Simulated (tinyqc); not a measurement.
## Avrami exponent and activation energy from three anneals

Question. Isothermal crystallisation follows X = 1 - exp(-(k t)^n) with k proportional to exp(-Ec q/(kB T)). Find n, k at both temperatures and Ec.

Constants: q = 1.602176634e-19 C, kB = 1.380649e-23 J/K. Results are converted to the units shown.

X at (419 K, 460 s), (419 K, 920 s) and (439 K, 42 s): [0.12504265, 0.88202495, 0.33746295]

Solution. -ln(1 - X) = (k t)^n: the two times give n, and the two rates give Ec.

n = 4.000
k at 419 K = 0.001314 1/s
k at 439 K = 0.01907 1/s
Ec = 2.120 eV

tinyqc, about 0.04 s, one thread, Intel Xeon 2.30GHz (shared host): `OMP_NUM_THREADS=1 python tinyqc.py 2490147 2490148 out.jsonl`
